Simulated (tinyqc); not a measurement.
# Surface photovoltage measurement of the minority-carrier diffusion length in a wafer, step by step

A worked calculation. Computed by tinyqc, a small Python program that keeps every step. Command: `OMP_NUM_THREADS=1 python tinyqc.py 3130253 3130254 out.jsonl spv walk`. One thread of a shared host (Intel(R) Xeon(R) Processor @ 2.30GHz), about 0.01 s of CPU time with the checks. Intermediate numbers are printed to about 6 digits and carried at full precision; extremes and crossings named in words are read from the listed rows.

Low injection, steady light, a depletion layer much thinner than 1/alpha and L. The excess density dn is taken at the front edge of the neutral region; light that reaches the back is lost.

Inputs (values chosen for the exercise, modelled on p-type silicon at room temperature):
```
quantity                                              value               unit
diffusion length L                                      340         micrometre
wafer thickness W                                       775         micrometre
diffusivity D                                          27.3             cm^2/s
front recombination velocity S_f                      34000               cm/s
back recombination velocity S_b                        2700               cm/s
photon flux entering                                2.4e+13         1/(cm^2 s)
minority density at the surface barrier scale n_0   8.8e+08             1/cm^3
temperature T                                           298                  K
wavelength                                              870                 nm
relative noise of each reading                          0.2                  %
diffusion length after pair splitting over L            0.9                  -
iron factor C                                      1.04e+16  micrometre^2/cm^3
```

Constants: k_B = 8.617333262e-05 eV/K.

## One wavelength

alpha = (84.732/lambda - 76.417)^2 per cm with lambda in micrometre (an empirical fit for silicon between 0.7 and 1.05 micrometre). Thick wafer: dn = Phi L/((S_f + D/L)(L + 1/alpha)). Finite wafer, with s = S_b L/D, w = W/L, a = alpha L: dn = [Phi a/(a^2 - 1)] [a - B - exp(-alpha W)(a - s)/(cosh w + s sinh w)]/(S_f + B D/L), B = (sinh w + s cosh w)/(cosh w + s sinh w). Photovoltage V = (k_B T/e) ln(1 + dn/n_0). Lifetime = L^2/D.

alpha = 439.997 1/cm

penetration depth 1/alpha = 22.7274 micrometre

dn, thick wafer = 6.46389e+08 1/cm^3

B = 1.01141

dn, finite wafer = 6.45691e+08 1/cm^3

photovoltage V = 14.1310 mV

lifetime = 42.3443 microsecond

Caution: dn is not small against n_0, so V is not linear in the flux; the constant-flux reading then needs dn, not V.

## The linear plot

normal deviates g for the noise: -0.76  -1.84  0.86  -0.41  -0.16  0.02  1.27

Readings y = (Phi/dn) (1 + noise x g) at 780, 830, 880, 920, 950, 975 and 995 nm; a least-squares line y = c (1/alpha + L_app) gives L_app = intercept/slope.

Readings:
```
lambda (nm)  1/alpha (micrometre)  y (cm/s)  line (cm/s)
780                         9.636   35756.3      35726.4
830                        15.176   36251.4      36315.7
880                        25.330   37504.4      37395.7
920                        40.658   39003.5      39026.2
950                        61.278   41176.4      41219.6
975                        90.917   44307.3      44372.3
995                       130.888   48680.7      48624.0
```

slope = 106.371 cm/(s micrometre)

apparent length L_app = 326.230 micrometre

error of L_app (rounded to 0.001) = -4.05 %

Without noise the error would be -2.6 %, from the finite thickness at W/L = 2.3. S_f scales all readings alike and leaves L_app unchanged.

## Where the wafer is too thin

No noise; L is varied at fixed W, and the last two columns set S_b to 0 and to 1e7 cm/s.

Apparent length (micrometre):
```
L           W/L  given S_b      S_b = 0  S_b = 1e7
38.8    19.9742     38.800  3.88000e+01     38.800
77.5    10.0000     77.500  7.75001e+01     77.500
155.0    5.0000    154.971  1.55100e+02    154.887
232.0    3.3405    231.144  2.33971e+02    229.923
388.0    1.9974    370.852  4.17454e+02    359.551
620.0    1.2500    514.721  7.94476e+02    479.050
1010.0   0.7673    629.595  1.75591e+03    564.618
1630.0   0.4755    691.454  4.06370e+03    607.413
3100.0   0.2500    724.566  1.19646e+04    629.443
```

With a fast back surface L_app levels off, at 629 micrometre in the last row; with a passive one it reaches up to 3.86 times L among these rows and is 12000 in the last. All three columns are within 5 % of L down to W/L = 3.3.

## Iron from two lengths

Splitting iron-boron pairs in boron-doped silicon shortens L; with nothing else changing, [Fe] = C (1/L_after^2 - 1/L^2). It is evaluated with the true lengths and with the apparent ones (without noise), which differ when the wafer is not thick against L.

L_after = 306 micrometre

[Fe] from the true lengths = 2.11030e+10 1/cm^3

[Fe] from the apparent lengths = 1.99256e+10 1/cm^3

bias, apparent over true less 1 (rounded to 0.001) = -5.579 %

Checks made by the program: dn against a finite-difference solution (relative difference 7e-06).
